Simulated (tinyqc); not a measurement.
Interdiffusion in a binary couple: Darken equations, Kirkendall shift and Boltzmann-Matano analysis: one step, computed by the program tinyqc.

x is the mole fraction of B; the molar volume is constant, and the two halves are long enough to count as infinite.

Task: Diffusivities at one composition. D*_i(x) = D*_i(0) exp(k x); thermodynamic factor Phi = 1 - 2 W x (1 - x)/(k_B T); with f0 = 0.7815, M0 = 2 f0/(1 - f0), den = M0 ((1 - x) D*_A + x D*_B): D_A = D*_A Phi [1 + 2 (1 - x)(D*_A - D*_B)/den], D_B = D*_B Phi [1 - 2 x (D*_A - D*_B)/den]; interdiffusion D~ = x D_A + (1 - x) D_B.

Inputs (values chosen for the exercise, for a model alloy A-B):
```
quantity                            value   unit
tracer diffusivity D*_A(0)        8.6e-14  m^2/s
tracer diffusivity D*_B(0)        2.2e-13  m^2/s
slope k of ln D* with x               1.5      -
regular-solution parameter W       -0.088     eV
temperature T                         978      K
composition x for the local step     0.21      -
```

Vacancy-wind correction: Manning, fcc.

Constants: k_B = 8.617333262e-05 eV/K.

Give: thermodynamic factor Phi; intrinsic D_A; intrinsic D_B; interdiffusion coefficient D~ at the local x.

Result:

thermodynamic factor Phi = 1.346

intrinsic D_A = 1.175e-13 m^2/s

intrinsic D_B = 4.339e-13 m^2/s

interdiffusion coefficient D~ at the local x = 3.674e-13 m^2/s

A negative W (tendency to order or compound) speeds mixing: Phi is above 1.
